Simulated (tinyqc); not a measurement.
What each parameter does: deformation-potential model of the X valleys of a conduction band.

Valleys with axes along x, y and z, one whole valley each. Herring-Vogt shift of a valley with unit axis a: dE = Xd tr(e) + Xu a.e.a. Non-degenerate shares n_i = exp(-dE_i/kT)/sum_j exp(-dE_j/kT). Inverse mass tensor of a valley: (1 - a a)/mt + a a/ml; the masses are taken as independent of strain.

s11 = (C11 + C12)/((C11 - C12)(C11 + 2 C12)), s12 = -C12/((C11 - C12)(C11 + 2 C12)), s44 = 1/C44; exx = s11 sxx + s12 (syy + szz) and cyclic, exy = s44 sxy/2; tension is positive. A uniaxial stress X along the unit vector n is s_ij = X n_i n_j. Biaxial (001) means sxx = syy = X.

Constants: kB = 8.617333262e-05 eV/K.

Parameters, chosen for this exercise (near those of GaP; shifted at random, so the results belong to these values and not to a real crystal): ml = 2.078 m0 (longitudinal mass); mt = 0.246 m0 (transverse mass); Xd = 1.47 eV (dilation potential); Xu = 6.81 eV (uniaxial potential); C11 = 147.2 GPa; C12 = 58.7 GPa; C44 = 67.8 GPa; load = biaxial (001) (kind of stress); X = 1.53 GPa (stress); T = 400 K (temperature).

Spread of the valley edges, lowest edge, largest share and m_c along [110].

One parameter was then changed.

Results before and after:

| case | spread (meV) | lowest edge (meV) | largest share | m_c (m0) |
|---|---|---|---|---|
| base | 117.73 | -35.24 | 0.9383 | 0.2529 |
| changed | 135.74 | -50.77 | 0.9625 | 0.2501 |

Which of these changes was made? (a) mt = 0.197 m0; (b) ml = 2.494 m0; (c) C12 = 70.44 GPa; (d) T = 480 K; (e) Xd = 1.764 eV; (f) C44 = 54.24 GPa; (g) Xu = 8.172 eV; (h) X = 1.836 GPa; (i) C11 = 176.64 GPa.

Answer: (c) C12 = 70.44 GPa. Of the candidates, run in turn, only this one gives the changed row.

All candidates:

| case | spread (meV) | lowest edge (meV) | largest share | m_c (m0) |
|---|---|---|---|---|
| base | 117.73 | -35.24 | 0.9383 | 0.2529 |
| ml = 2.494 m0 | 117.73 | -35.24 | 0.9383 | 0.2530 |
| mt = 0.197 m0 | 117.73 | -35.24 | 0.9383 | 0.2027 |
| Xd = 1.764 eV | 117.73 | -31.84 | 0.9383 | 0.2529 |
| Xu = 8.172 eV | 141.28 | -45.68 | 0.9679 | 0.2495 |
| C11 = 176.64 GPa | 88.34 | -19.97 | 0.8664 | 0.2614 |
| C12 = 70.44 GPa | 135.74 | -50.77 | 0.9625 | 0.2501 |
| C44 = 54.24 GPa | 117.73 | -35.24 | 0.9383 | 0.2529 |
| X = 1.836 GPa | 141.28 | -42.28 | 0.9679 | 0.2495 |
| T = 480 K | 117.73 | -35.24 | 0.8960 | 0.2578 |

Xd moves all valleys together, so it shifts the edge and nothing else.

(tinyqc, `OMP_NUM_THREADS=1 python tinyqc.py 1081287 1081288 out.jsonl`, Intel(R) Xeon(R) Processor @ 2.30GHz, 1 thread, shared host, about 0.01 s.)
